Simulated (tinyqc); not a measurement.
# Carrier lifetime of a p-type layer with SRH, radiative, Auger and surface recombination: effects of single changes

Uniform excess density dn = dp (no trapping), n = n0 + dn, p = p0 + dn, Boltzmann statistics, full ionisation. Surfaces enter as a rate 2 S dn/d, which holds while diffusion to them is fast.

Parameters, values chosen for the exercise; band and dielectric values close to those of 4H silicon carbide: temperature T = 250 K; band gap Eg = 3.26 eV; conduction-band density of states at T Nc = 1.31e19 cm^-3; valence-band density of states at T Nv = 1.87e19 cm^-3; radiative coefficient B = 1.5e-12 cm^3/s; acceptor density N = 3.8e15 cm^-3; Auger coefficient (two electrons) Cn = 2.5e-31 cm^6/s; Auger coefficient (two holes) Cp = 2.9e-31 cm^6/s; trap density Nt = 5.9e11 cm^-3; capture cross-section for electrons sn = 2e-17 cm^2; capture cross-section for holes sp = 4e-15 cm^2; thermal velocity (both carriers) vth = 2.2e7 cm/s; trap level below the conduction band Et = 1.7 eV; surface recombination velocity (both faces) S = 0 cm/s; sample thickness d = 20 um.

Constants: q = 1.602176634e-19 C, kB = 1.380649e-23 J/K, Vt = kB T/q. Results are converted to the units shown.

Each table varies one quantity; the others keep the values above.

## Lifetime against injection

ni = sqrt(Nc Nv) exp(-Eg/(2 Vt)), Eg in volts; majority density N/2 + sqrt(N^2/4 + ni^2), n0 p0 = ni^2; n1 = Nc exp(-Et/Vt), p1 = Nv exp((Et - Eg)/Vt); tn0 = 1/(sn vth Nt), tp0 = 1/(sp vth Nt). With e = n p - ni^2 = dn (n0 + p0 + dn): U_SRH = e/(tp0 (n + n1) + tn0 (p + p1)), U_rad = B e, U_Aug = (Cn n + Cp p) e, U_s = 2 S dn/d. Each tau is dn over its rate; tau = dn/U with U the sum.

Result of one run:

| dn (cm^-3) | tau_SRH (s) | tau_rad (s) | tau_Aug (s) | tau (s) | radiative share (%) | largest path |
|---|---|---|---|---|---|---|
| 1e16 | 0.003866 | 4.831e-5 | 0.01114 | 4.751e-5 | 98.34 | radiative |

What becomes of these results when the excess density dn is changed from 1e16 to 1e19 cm^-3, all else the same?

Result of the changed run:

| dn (cm^-3) | tau_SRH (s) | tau_rad (s) | tau_Aug (s) | tau (s) | radiative share (%) | largest path |
|---|---|---|---|---|---|---|
| 1e19 | 0.003871 | 6.664e-8 | 1.851e-8 | 1.448e-8 | 21.74 | Auger |

The whole series:

| dn (cm^-3) | tau_SRH (s) | tau_rad (s) | tau_Aug (s) | tau (s) | radiative share (%) | largest path |
|---|---|---|---|---|---|---|
| 1e11 | 0.003852 | 1.754e-4 | 0.2388 | 1.677e-4 | 95.58 | radiative |
| 1e12 | 0.003852 | 1.754e-4 | 0.2386 | 1.676e-4 | 95.58 | radiative |
| 1e13 | 0.003852 | 1.750e-4 | 0.2370 | 1.673e-4 | 95.59 | radiative |
| 1e14 | 0.003853 | 1.709e-4 | 0.2218 | 1.636e-4 | 95.68 | radiative |
| 1e15 | 0.003856 | 1.389e-4 | 0.1269 | 1.339e-4 | 96.42 | radiative |
| 1e16 | 0.003866 | 4.831e-5 | 0.01114 | 4.751e-5 | 98.34 | radiative |
| 1e17 | 0.003871 | 6.423e-6 | 1.748e-4 | 6.185e-6 | 96.30 | radiative |
| 1e18 | 0.003871 | 6.641e-7 | 1.841e-6 | 4.880e-7 | 73.48 | radiative |
| 1e19 | 0.003871 | 6.664e-8 | 1.851e-8 | 1.448e-8 | 21.74 | Auger |

Radiative recombination leads at dn = 1e11, Auger from 1e19 on. The total lifetime falls from 1.68e-4 to 1.45e-8 s. tau_SRH goes from 0.00385 s (low-injection limit 0.00385 s) to 0.00387 s (high-injection limit tn0 + tp0 = 0.00387 s). Between the last two rows tau_rad goes as dn^(-1.00) and tau_Aug as dn^(-2.00); the radiative share goes from 95.6 through a maximum of 98.3 (at dn = 1e16 among the rows listed) to 21.7 %. For dn = 1e19 the carriers are degenerate, where B and the Auger coefficients no longer stay constant.

## Effect of the acceptor density at dn = 2e13 cm^-3

Same model as above.

Here dn = 2e13 cm^-3.

Results:

| N (cm^-3) | tau_SRH (s) | tau_rad (s) | tau_Aug (s) | tau (s) | radiative share (%) | largest path |
|---|---|---|---|---|---|---|
| 1e14 | 0.003855 | 0.005556 | 209.4 | 0.002276 | 40.97 | SRH |
| 4e14 | 0.003853 | 0.001587 | 18.78 | 0.001124 | 70.82 | radiative |
| 2e15 | 0.003852 | 3.300e-4 | 0.8379 | 3.039e-4 | 92.08 | radiative |
| 8e15 | 0.003852 | 8.313e-5 | 0.05350 | 8.125e-5 | 97.74 | radiative |
| 3e16 | 0.003852 | 2.221e-5 | 0.003824 | 2.195e-5 | 98.86 | radiative |
| 6e17 | 0.003852 | 1.111e-6 | 9.578e-6 | 9.953e-7 | 89.58 | radiative |
| 3e18 | 0.003852 | 2.222e-7 | 3.831e-7 | 1.406e-7 | 63.29 | radiative |

Estimate the missing row, N = 2e17 cm^-3.

Computed row:

| N (cm^-3) | tau_SRH (s) | tau_rad (s) | tau_Aug (s) | tau (s) | radiative share (%) | largest path |
|---|---|---|---|---|---|---|
| 2e17 | 0.003852 | 3.333e-6 | 8.618e-5 | 3.206e-6 | 96.20 | radiative |

With this row back in the table: SRH recombination leads at N = 1e14, radiative from 4e14 on. tau_SRH stays near 0.00385 s and the total lifetime falls from 0.00228 to 1.41e-7 s. Between the last two rows tau_rad goes as N^(-1.00) and tau_Aug as N^(-2.00).

Numbers from tinyqc (`OMP_NUM_THREADS=1 python tinyqc.py 2300119 2300120 out.jsonl`; about 0.01 s on one thread of a shared Intel Xeon 2.30GHz).
